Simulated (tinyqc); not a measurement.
Koster-Slater impurity in a tight-binding band, by Green functions and by supercells: one step, computed by the program tinyqc.

One orbital per site, e(k) = -2 t sum cos(k_i) over 2 direction(s), band from -4 t to 4 t, lattice constant 1. One site has the extra energy U. Spin is left out.

Question. The supercell Hamiltonian at Gamma. H_ij = -t for each bond from i to j, images included (two bonds add when N = 2); H_11 = U; sites are numbered with the last coordinate running fastest. Diagonalise.

Inputs (values chosen for the exercise, for a model band): hopping t = 0.86 eV; impurity potential U = 5.98 eV; supercell edge N = 3 sites.

Lattice: square.

Give: H; levels.

Answer.

H (eV):
```
       1      2      3      4      5      6      7      8
1   5.98  -0.86  -0.86  -0.86   0.00   0.00  -0.86   0.00
2  -0.86   0.00  -0.86   0.00  -0.86   0.00   0.00  -0.86
3  -0.86  -0.86   0.00   0.00   0.00  -0.86   0.00   0.00
4  -0.86   0.00   0.00   0.00  -0.86  -0.86  -0.86   0.00
5   0.00  -0.86   0.00  -0.86   0.00  -0.86   0.00  -0.86
6   0.00   0.00  -0.86  -0.86  -0.86   0.00   0.00   0.00
7  -0.86   0.00   0.00  -0.86   0.00   0.00   0.00  -0.86
8   0.00  -0.86   0.00   0.00  -0.86   0.00  -0.86   0.00
9   0.00   0.00  -0.86   0.00   0.00  -0.86  -0.86  -0.86

       9
1   0.00
2   0.00
3  -0.86
4   0.00
5   0.00
6  -0.86
7  -0.86
8  -0.86
9   0.00
```

levels (eV): [-3.192, -0.860, -0.860, -0.860, 0.184, 1.720, 1.720, 1.720, 6.408]
